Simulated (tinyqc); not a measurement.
A particle near a wafer in liquid: double-layer and van der Waals forces (DLVO), deposition barrier and removal. From barrier height back to potential of the wafer psi_2. Computed by tinyqc, a small Python program. Command: `OMP_NUM_THREADS=1 python tinyqc.py 3110853 3110854 out.jsonl dlvo inv`. One thread of a shared host (Intel(R) Xeon(R) Processor @ 2.30GHz), about 0.01 s of CPU time with the checks.

Sphere and flat wall, Derjaguin approximation, constant potentials in the linear-superposition form, no retardation and no hydration force.

Inputs (values chosen for the exercise, of the order of those for alumina on silica in water): particle radius R = 18 nm; Hamaker constant A = 1.1e-20 J; potential of the particle psi_1 = -11 mV; salt concentration c = 0.00056 mol/L; valence z of the symmetric salt = 1; temperature T = 343 K; dielectric constant of the liquid = 63.7.

Constants: e = 1.602176634e-19 C; N_A = 6.02214076e+23 1/mol; eps_0 = 8.8541878128e-12 F/m; k_B = 1.380649e-23 J/K; k_B = 8.617333262e-05 eV/K.

Method:
- kappa^2 = 2 z^2 e^2 N_A (1000 c)/(eps eps_0 k_B T); gamma_i = tanh(z e psi_i/(4 k_B T)); Z = 64 pi eps eps_0 (k_B T/(z e))^2 gamma_1 gamma_2.
- U(h) = Z R exp(-kappa h) - A R/(6 h); F(h) = -dU/dh = kappa Z R exp(-kappa h) - A R/(6 h^2), positive for repulsion.
- F = 0 reads x^2 exp(-x) = y with x = kappa h and y = A kappa/(6 Z); the left side peaks at x = 2 with 4/e^2 = 0.5413, so roots exist for smaller y: x < 2 is the barrier, x > 2 the secondary minimum.

Problem. A run gave the result below. Find the potential of the wafer psi_2, known to lie between -30 and -11 mV.

barrier height = 2.102431 k_B T

Solution.

Each step takes the trial c = (a f_b - b f_a)/(f_b - f_a), f being the result less the target; c replaces end b, the old b replaces a if the sign of f changed, and otherwise f_a is halved.

Scan of the range:
```
potential of the wafer psi_2 (mV)  barrier height (k_B T)
-30.0                                             4.55999
-26.8                                             3.90112
-23.7                                             3.26877
-20.5                                             2.62636
-17.3                                             2.00013
-14.2                                             1.41648
-11.0                                             0.84983
```

False position (Illinois rule) inside the bracket:
```
step     end a     end b     trial  barrier height (k_B T)
1     -20.5000  -17.3000  -17.8227                 2.10103
2     -20.5000  -17.8227  -17.8370                 2.10379
3     -17.8227  -17.8370  -17.8300                 2.10243
4     -17.8370  -17.8300  -17.8300                 2.10243
```

Barrier height falls at every point of a 13-point scan of the range (every second point is shown), so one value fits; it is bracketed by -20.5 and -17.3. Answer: potential of the wafer psi_2 = -17.83 mV.

Caution: kappa R is not large, so the Derjaguin approximation is only rough at gaps of the order of the Debye length.
